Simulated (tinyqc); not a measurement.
# From voltage V back to thickness d

Model: space-charge-limited current through a thin insulating or semi-insulating film with traps. Computed by tinyqc, a small Python program. Command: `OMP_NUM_THREADS=1 python tinyqc.py 3005125 3005126 out.jsonl sclc inv`. One thread of a shared host (Intel(R) Xeon(R) Processor @ 2.30GHz), about 0.01 s of CPU time with the checks.

One ohmic injecting contact at x = 0 (field zero), drift only, non-degenerate free carriers.

Inputs (values chosen for the exercise, modelled on semi-insulating GaAs): permittivity eps = 12.9; band mobility mu = 4100 cm^2/(V s); effective density of states N_c = 4.6e+17 1/cm^3; trap density N_t = 1.7e+16 1/cm^3; equilibrium Fermi level below the band edge, E_0 = 0.87 eV; free density at the anode, in units of N_c = 1.5e-07; temperature T = 250 K; characteristic temperature T_c = 500 K.

Traps: exponential tail.

Constants: k_B = 8.617333262e-05 eV/K; eps_0 = 8.8541878128e-12 F/m; e = 1.602176634e-19 C.

Method:
- Free density n_0 = N_c exp(-E_0/k_B T) in equilibrium; trapped density n_t(n) = N_t (n/N_c)^(T/T_c) (the low-temperature form).
- J = e mu n F and (eps eps_0/e) dF/dx = n - n_0 + n_t(n) - n_t(n_0) = rho(n). With F = J/(e mu n): d = (eps eps_0 J/(e^2 mu)) I_1 and V = (eps eps_0 J^2/(e^3 mu^2)) I_2, I_k = int_(n_L)^infinity dn/(n^(k+1) rho(n)), n_L the density at the anode; with u = n_L/n, 200 Gauss-Legendre points in t, u = 1 - (1 - t)^2.
- Anode field J/(e mu n_L); Mott-Gurney current (9/8) eps eps_0 mu V^2/d^3; ohmic current e n_0 mu V/d.

Question. A run gave the result below. Find the thickness d, known to lie between 1300 and 2800 nm.

voltage V = 0.02237624 V

Answer.

Each step takes the trial c = (a f_b - b f_a)/(f_b - f_a), f being the result less the target and a, b, c the logarithms of the listed values; c replaces end b, the old b replaces a if the sign of f changed, and otherwise f_a is halved.

Scan of the range:
```
thickness d (nm)  voltage V (V)
1300                  0.0143032
1480                  0.0185383
1680                  0.0238872
1910                  0.0308754
2170                  0.0398534
2460                  0.0512172
2800                  0.0663532
```

False position (Illinois rule, in the logarithm of the input) inside the bracket:
```
step    end a    end b    trial  voltage V (V)
1     1480.00  1680.00  1620.91      0.0222365
2     1680.00  1620.91  1625.84      0.0223717
3     1680.00  1625.84  1626.15      0.0223805
4     1625.84  1626.15  1626.00      0.0223762
5     1626.15  1626.00  1626.00      0.0223762
```

Voltage V rises at every point of a 13-point scan of the range (every second point is shown), so one value fits; it is bracketed by 1480 and 1680. The scan shows a pure power law with exponent 2.000, so scaling from any one row also gives the answer directly. Answer: thickness d = 1626 nm.

Caution: V is below 10 k_B T/e, where diffusion from the contact, left out here, dominates.
